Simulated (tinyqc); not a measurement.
# Frequency dispersion of an accumulation capacitance by border traps, distributed model: two studies

Traps spread evenly through the insulator exchange electrons with the semiconductor by tunnelling, with tau(x) = t0 exp(2 ka x) at depth x from the interface. The admittance per area Y seen at depth x obeys dY/dx = -Y^2/(i w eps0 eox) + q Nb ln(1 + i w tau)/tau, with Y(0) = i w Cs and w = 2 pi f; the gate sees Y(tox) = G + i w C. Working variable y = Y/(i w), in uF/cm^2. Cox = eps0 eox/tox.

Values chosen for this exercise; permittivity close to that of silicon dioxide:
```
symbol   value         unit                                               meaning
eox       3.74                             relative permittivity of the insulator
tox         11           nm                                   insulator thickness
Cs        0.53      uF/cm^2             semiconductor capacitance in accumulation
Nb      1.6e19  cm^-3 eV^-1                               density of border traps
ka         4.4         1/nm  decay constant of the wave function in the insulator
t0       1e-10            s              time constant of a trap at the interface
f        10000           Hz                                             frequency
```

Constants: q = 1.602176634e-19 C, eps0 = 8.8541878128e-14 F/cm where lengths are in cm. Results are converted to the units shown.

Each table varies one quantity; the others keep the values above.

## Capacitance and loss against frequency

Cox; trap-free value 1/(1/Cox + 1/Cs); response depth d = ln(1/(w t0))/(2 ka), where w tau = 1; lumped estimate: all traps within d act as C_bt = q Nb d placed at d/2, so C = 1/{1/[1/(1/Cs + d/(2 eps0 eox)) + C_bt] + (tox - d/2)/(eps0 eox)}. C and G from a fine integration; dispersion -d C/d log10 f over C, from f times and over 1.1. For a broad spread of time constants G/w is close to -(pi/2) dC/d ln w.

The same in every row: trap-free C (uF/cm^2) = 0.1920.

Capacitance and loss against frequency:

| f (Hz) | d (nm) | C (uF/cm^2) | G/w (uF/cm^2) | dispersion (% a decade) | -(pi/2) dC/d ln w (uF/cm^2) | lumped C (uF/cm^2) |
|---|---|---|---|---|---|---|
| 10 | 2.146 | 0.2564 | 0.004812 | 2.749 | 0.004808 | 0.2503 |
| 100 | 1.884 | 0.2494 | 0.004777 | 2.805 | 0.004772 | 0.2441 |
| 1000 | 1.623 | 0.2424 | 0.004772 | 2.883 | 0.004767 | 0.2377 |
| 10000 | 1.361 | 0.2354 | 0.004802 | 2.986 | 0.004795 | 0.2312 |
| 1e5 | 1.099 | 0.2283 | 0.004870 | 3.122 | 0.004863 | 0.2244 |
| 1e6 | 0.8378 | 0.2211 | 0.004985 | 3.299 | 0.004977 | 0.2174 |
| 1e7 | 0.5761 | 0.2137 | 0.005149 | 3.531 | 0.005147 | 0.2099 |

Read the table: what changes, and by how much?

C falls from 0.2564 to 0.2137 uF/cm^2, towards the trap-free 0.1920; each decade of frequency removes ln 10/(2 ka) = 0.262 nm from the response depth. The dispersion rises from 2.75 to 3.53 % a decade and G/w goes from 0.00481 through a minimum of 0.00477 (at f = 1000 Hz among the rows listed) to 0.00515 uF/cm^2. G/w stays at 1.00 times -(pi/2) dC/d ln w, the relation for a broad spread of time constants.

## Effect of the density of border traps

Same model as above.

The same in every row: d (nm) = 1.361; trap-free C (uF/cm^2) = 0.1920.

Effect of the density of border traps:

| Nb (cm^-3 eV^-1) | C (uF/cm^2) | G/w (uF/cm^2) | dispersion (% a decade) | -(pi/2) dC/d ln w (uF/cm^2) | lumped C (uF/cm^2) |
|---|---|---|---|---|---|
| 1e18 | 0.1958 | 5.463e-4 | 0.4089 | 5.461e-4 | 0.1954 |
| 2e18 | 0.1994 | 0.001042 | 0.7656 | 0.001041 | 0.1987 |
| 6e18 | 0.2121 | 0.002615 | 1.807 | 0.002615 | 0.2101 |
| 1e19 | 0.2226 | 0.003714 | 2.444 | 0.003712 | 0.2196 |
| 3e19 | 0.2562 | 0.006007 | 3.427 | 0.005990 | 0.2500 |
| 7e19 | 0.2857 | 0.006568 | 3.352 | 0.006532 | 0.2766 |
| 2e20 | 0.3133 | 0.006139 | 2.856 | 0.006103 | 0.3009 |
| 4e20 | 0.3249 | 0.005960 | 2.679 | 0.005937 | 0.3101 |

As Nb goes from 1e18 to 4e20, C rises from 0.196 to 0.325 uF/cm^2, the dispersion goes from 0.409 through a maximum of 3.43 (at Nb = 3e19 among the rows listed) to 2.68 % a decade and G/w goes from 5.46e-4 through a maximum of 0.00657 (at Nb = 7e19 among the rows listed) to 0.00596 uF/cm^2. The lumped estimate is 0.19 % below C in the first row and 4.6 % below it in the last. The dispersion goes as Nb^(0.90) between the first two rows and Nb^(-0.09) between the last two: dense traps near the interface screen those behind them.

tinyqc, about 0.7 s, one thread, Intel Xeon 2.30GHz (shared host): `OMP_NUM_THREADS=1 python tinyqc.py 2202194 2202195 out.jsonl`
